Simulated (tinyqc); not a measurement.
Thin-body transistor below threshold, two-dimensional Poisson equation on a small mesh: one step of the calculation.

A thin body on a thick buried insulator of low permittivity, taken as carrying no normal field at the bottom of the body (row 0). Mobile charge is neglected (subthreshold), the body is fully depleted, and potentials are counted from the intrinsic level; rows run upward to the gate, columns from source to drain.

Problem. Barrier, swing and barrier lowering. The barrier is read along row 0, the path farthest from the gate. Take the node j of lowest psi: barrier Vbi - psi_j; swing Vt ln 10/(d psi_j/dVg); DIBL = (d psi_j/dVd)/(d psi_j/dVg). The derivatives solve the same equations with s = 0 and a unit change of that voltage.

Inputs (values chosen for the exercise): temperature T = 325 K; potential of the source Vbi = 0.48 V.

Constants: q = 1.602176634e-19 C, kB = 1.380649e-23 J/K, Vt = kB T/q. Results are converted to the units shown.

converged psi (V):
```
              j=0         j=1         j=2          j=3          j=4         j=5         j=6         j=7
row 0  0.48000000  0.14242218  0.00137635  -0.04208735  -0.03110447  0.04665523  0.26860362  0.78000000
row 1  0.48000000  0.14113468  0.00509768  -0.03618251  -0.02582379  0.04801734  0.26261273  0.78000000
row 2  0.48000000  0.13663474  0.01654769  -0.01818375  -0.00964821  0.05245137  0.24328912  0.78000000
row 3  0.48000000  0.12685201  0.03667815   0.01275651   0.01842639  0.06117382  0.20627125  0.78000000
row 4  0.26500000  0.09760887  0.04631909   0.03270642   0.03588612  0.06021702  0.14308760  0.41500000
row 5  0.05000000  0.05000000  0.05000000   0.05000000   0.05000000  0.05000000  0.05000000  0.05000000
```

d psi/dVg on row 0: j=0 0.00000000, j=1 0.57506724, j=2 0.83522249, j=3 0.92347559, j=4 0.92347559, j=5 0.83522249, j=6 0.57506724, j=7 0.00000000
d psi/dVd on row 0: j=0 0.0000000, j=1 0.0021640, j=2 0.0069240, j=3 0.0199574, j=4 0.0565670, j=5 0.1578536, j=6 0.4227688, j=7 1.0000000

Wanted: j; barrier; swing; DIBL.

Solution.

j = 3
barrier = 0.52209 V
swing = 69.831 mV/decade
DIBL = 21.611 mV/V

tinyqc, about 0.1 s, one thread, Intel Xeon 2.30GHz (shared host): `OMP_NUM_THREADS=1 python tinyqc.py 2480159 2480160 out.jsonl`
